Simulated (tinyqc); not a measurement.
Harmonic frequencies on the UHF/6-311g surface (energies and gradients from PySCF), for H2-, spin multiplicity 2, step by step. The basis has no diffuse functions, so it cannot describe the extra electron: this is an exercise in the method, not the real anion. One step of it, computed by the program tinyqc.

Task: Normal modes. Diagonalise H_ij / sqrt(m_i m_j); the 5 smallest eigenvalues belong to translations and rotations; wavenumber = sqrt(eigenvalue / 1822.888) x 219474.63; each mode has its largest component positive (the first on a tie); zero-point energy = sum of wavenumbers / 2, with 349.755 1/cm per kcal/mol.

Hessian (symmetrised) (hartree/bohr^2), order 1Hx, 1Hy, 1Hz, 2Hx, 2Hy, 2Hz:
```
[[-0.00000291, 0.00000000, 0.00000000, 0.00000291, 0.00000000, 0.00000000],
 [0.00000000, -0.00000291, 0.00000000, 0.00000000, 0.00000291, 0.00000000],
 [0.00000000, 0.00000000, 0.00886384, 0.00000000, 0.00000000, -0.00886384],
 [0.00000291, 0.00000000, 0.00000000, -0.00000291, 0.00000000, 0.00000000],
 [0.00000000, 0.00000291, 0.00000000, 0.00000000, -0.00000291, 0.00000000],
 [0.00000000, 0.00000000, -0.00886384, 0.00000000, 0.00000000, 0.00886384]]
```

masses (u): [1.007825, 1.007825]

Give: eigenvalues of the mass-weighted Hessian; harmonic wavenumbers of the vibrations; mass-weighted modes; zero-point energy.

Result:

eigenvalues of the mass-weighted Hessian (hartree/(bohr^2 u)): [0.000, 0.000, 0.000, 0.000, 0.000, 0.018]

harmonic wavenumbers of the vibrations (1/cm): [681.8]

mass-weighted modes, order 1Hx, 1Hy, 1Hz, 2Hx, 2Hy, 2Hz:
```
[[0.000],
 [0.000],
 [0.707],
 [0.000],
 [0.000],
 [-0.707]]
```

zero-point energy = 0.975 kcal/mol
